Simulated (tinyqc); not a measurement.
Resistance of a source-drain extension with a graded tip: two steps of the calculation.

y runs along the channel, the gate covers y > 0. The doping is N0 for y < y0 and N0 10^(-(y - y0)/la) beyond, uniform over the depth xj. Sheet conductance s(y) = q mu(N) max(N - Nch, 0) xj + (for y > 0) ma Cox Vo, with mu(N) = u0 + (u1 - u0)/(1 + (N/Nr)^au) and Cox = eps0 eox/tox. Current is taken as one-dimensional; depletion of the tip, spreading and the contact are left out. The metallurgical junction lies at yj, where N = Nch.

Parameters, values chosen for the exercise; mobility law close to that of holes in silicon:
- eox = 3.9 (relative permittivity of the gate insulator (close to silicon dioxide))
- tox = 3.7 nm (insulator thickness)
- N0 = 2.6e20 cm^-3 (active doping of the extension far from the gate)
- la = 2.6 nm/decade (lateral abruptness)
- y0 = 1.7 nm (position under the gate where the fall begins (gate edge at 0))
- xj = 11 nm (depth of the extension)
- Nch = 5.9e17 cm^-3 (channel doping)
- Vo = 0.6 V (gate overdrive)
- ma = 76 cm^2/(V s) (mobility of the gate-induced layer)
- u1 = 470.5 cm^2/(V s) (mobility at low doping)
- u0 = 44.9 cm^2/(V s) (mobility at high doping)
- Nr = 2.23e17 cm^-3 (reference doping)
- au = 0.719 (exponent)
- Lg = 45 nm (gate length)

Constants: q = 1.602176634e-19 C, eps0 = 8.8541878128e-14 F/cm where lengths are in cm. Results are converted to the units shown.

Question 1. Sheet resistances and junction position. yj = y0 + la log10(N0/Nch); sheet resistance of the full extension 1/[q mu(N0)(N0 - Nch) xj] and of the gate-induced layer 1/(ma Cox Vo); metallurgical length Lg - 2 yj; ye is where the doped and the gate-induced conductances are equal.

Wanted: yj; sheet resistance of the extension; sheet resistance of the induced layer; metallurgical length; ye; N at ye.

Answer 1.

yj = 8.5747 nm
sheet resistance of the extension = 460.11 ohm/square
sheet resistance of the induced layer = 23498 ohm/square
metallurgical length = 27.851 nm
ye = 6.7583 nm
N at ye = 2.9477e18 cm^-3

The gate takes over 1.82 nm before the junction, where N is still 5.00 times the channel doping.

Question 2. Resistance of the overlapped part. Midpoint rule on 12 equal steps from 0 to yj: R_ov = sum h/s(y), per width.

Find: y; N; doped conductance; sheet resistance; R_ov.

Answer 2.

```
point	y (nm)	N (cm^-3)	doped conductance (uS)	sheet resistance (ohm/square)
0	0.35728	2.6000e20	2173.4	451.28
1	1.0718	2.6000e20	2173.4	451.28
2	1.7864	2.4085e20	2019.2	485.02
3	2.5010	1.2791e20	1105.7	870.87
4	3.2155	6.7933e19	614.27	1522.5
5	3.9301	3.6079e19	347.80	2561.8
6	4.6446	1.9161e19	201.41	4099.0
7	5.3592	1.0176e19	119.18	6182.7
8	6.0738	5.4045e18	71.244	8787.2
9	6.7883	2.8703e18	41.546	11890
10	7.5029	1.5244e18	21.459	15621
11	8.2174	8.0959e17	6.4077	20423
```

R_ov = 52.410 ohm um

Computed by the program tinyqc: `OMP_NUM_THREADS=1 python tinyqc.py 2282023 2282024 out.jsonl`, one thread of a shared Intel Xeon 2.30GHz, about 0.04 s for the whole run.
